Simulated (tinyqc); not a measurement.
Worked calculation: composition and strain of an epitaxial Si(1-x)Ge(x) layer from Raman and X-ray peaks. Computed by tinyqc, a small Python program that keeps every step. Command: `OMP_NUM_THREADS=1 python tinyqc.py 3006860 3006861 out.jsonl epiraman walk`. One thread of a shared host (Intel(R) Xeon(R) Processor @ 2.30GHz), about 0.01 s of CPU time with the checks. Intermediate numbers are printed to about 6 digits and carried at full precision; extremes and crossings named in words are read from the listed rows.

A (001) layer, biaxially strained in the plane. The Raman peaks follow empirical lines omega = w0 + c1 x + c3 x^3 + b eps (c3 for Si-Ge alone), with eps the in-plane strain.

Inputs (values chosen for the exercise, modelled on silicon-germanium):
```
quantity                        value      unit
Ge fraction x                    0.57         -
degree of relaxation R           0.27         -
lattice constant of Si          5.431  angstrom
lattice constant of Ge          5.658  angstrom
bowing B                        0.025  angstrom
2 C12/C11 of Si                 0.777         -
2 C12/C11 of Ge                 0.745         -
Si-Si: w0                       521.1      1/cm
Si-Si: c1                       -64.5      1/cm
Si-Si: strain coefficient b      -774      1/cm
Si-Ge: w0                       400.5      1/cm
Si-Ge: c1                        24.8      1/cm
Si-Ge: c3                         -35      1/cm
Si-Ge: strain coefficient b      -590      1/cm
Ge-Ge: w0                       280.3      1/cm
Ge-Ge: c1                        19.5      1/cm
Ge-Ge: strain coefficient b      -471      1/cm
uncertainty of a Raman peak      0.05      1/cm
X-ray wavelength             1.540598  angstrom
```

Substrate: germanium. Pair of peaks used: Si-Si and Ge-Ge.

## Lattice constants and strain

Relaxed lattice constant a(x) = a_Si + (a_Ge - a_Si) x - B x (1 - x). In-plane constant a_par = a_sub + R (a(x) - a_sub); eps = a_par/a(x) - 1; eps_perp = -(2 C12/C11) eps with 2 C12/C11 linear in x; a_perp = a(x) (1 + eps_perp).

relaxed constant a(x) = 5.55426 angstrom

substrate constant a_sub = 5.658 angstrom

a_par = 5.62999 angstrom

in-plane strain eps = 13.6343 per mille

strain along the normal = -10.3451 per mille

a_perp = 5.49680 angstrom

The layer is under tension in the plane and is shortened along the normal.

## Raman peaks

Insert x and eps in the three lines; the strain part is b eps.

Si-Si peak = 473.782 1/cm

Si-Ge peak = 400.110 1/cm

Ge-Ge peak = 284.993 1/cm

strain parts (1/cm): Si-Si -10.5529, Si-Ge -8.0442, Ge-Ge -6.4217

Read as unstrained, the Si-Si peak would give x = 0.734 in place of 0.57.

## X-ray (004) reflection

Bragg angle theta = arcsin(2 lambda/a) for (004), for the substrate with a_sub and the layer with a_perp; separation in arc seconds.

theta of the substrate = 32.9955 degree

theta of the layer = 34.0934 degree

separation, layer less substrate = 3952.32 arcsec

## Back from two peaks to composition and strain

Unknowns x and eps (per mille). Newton steps: J d = (measured - model), J = [d omega/dx, d omega/d eps] for the two peaks; start at x = 0.5, eps = 0; stop when |d| < 1e-9. The peaks are rounded to 0.001 per cm; R = (a(x)(1 + eps) - a_sub)/(a(x) - a_sub).

peaks used (1/cm): Si-Si 473.782, Ge-Ge 284.993

Iterations:
```
step         x  eps (per mille)  residual 1 (1/cm)  residual 2 (1/cm)
0     0.500000           0.0000            -15.068             -5.057
1     0.569996          13.6347              0.000              0.000
```

recovered x = 0.569996

recovered eps = 13.6347 per mille

recovered R = 0.27

## Which pair of peaks is best

For each pair invert J = [d omega/dx, d omega/d eps] at the true x. Independent errors of the given size in both peaks give sigma_x and sigma_eps = uncertainty x (norm of the rows of the inverse of J).

Error propagation:
```
pair               det J      sigma_x  sigma_eps (per mille)
Si-Si and Si-Ge  30.8456   0.00157758               0.105638
Si-Si and Ge-Ge  45.4725  9.96256e-04              0.0740923
Si-Ge and Ge-Ge  15.8921   0.00237521              0.0679909
```

The pair Si-Si and Ge-Ge fixes x best (sigma_x = 1.0e-3) and Si-Ge and Ge-Ge worst (0.0024), a factor 2.4. Strain moves all peaks the same way, so a good pair needs different ratios of composition slope to strain coefficient, best of opposite sign; the slopes here are -64.5, -9.3 and 19.5 per cm for Si-Si, Si-Ge and Ge-Ge. Errors in the coefficients themselves are not counted.

## Relaxation at fixed composition

(004) Bragg angle theta = arcsin(2 lambda/a), with a = a_perp for the layer and a_sub for the substrate; separation = layer less substrate. The apparent x is the one that a fully strained layer (R = 0) would need to give the same a_perp.

Signatures; columns: (1) R; (2) eps (per mille); (3) Si-Si (1/cm); (4) Ge-Ge (1/cm); (5) a_perp (angstrom); (6) (004) separation (arcsec); (7) apparent x if R = 0 is assumed:
```
(1)       (2)      (3)      (4)      (5)      (6)       (7)
0.00  18.6771  469.879  282.618  5.47555  4494.70  0.570000
0.15  15.8755  472.047  283.938  5.48736  4192.74  0.598813
0.30  13.0740  474.216  285.257  5.49916  3892.37  0.627480
0.50   9.3385  477.107  287.017  5.51491  3494.34  0.665478
0.70   5.6031  479.998  288.776  5.53065  3099.09  0.703225
0.85   2.8016  482.167  290.095  5.54246  2804.46  0.731373
1.00   0.0000  484.335  291.415  5.55426  2511.36  0.759386
```

Full relaxation moves the Si-Si peak by +14.46 per cm and shrinks the X-ray separation to 56 % of its strained value, about 1/(1 + 2 C12/C11). A symmetric reflection alone cannot part x from R: a relaxed layer read as strained gives x = 0.759 in place of 0.57. An asymmetric reflection or a second peak is needed.

Checks made by the program: recovered composition (relative difference 6e-06).
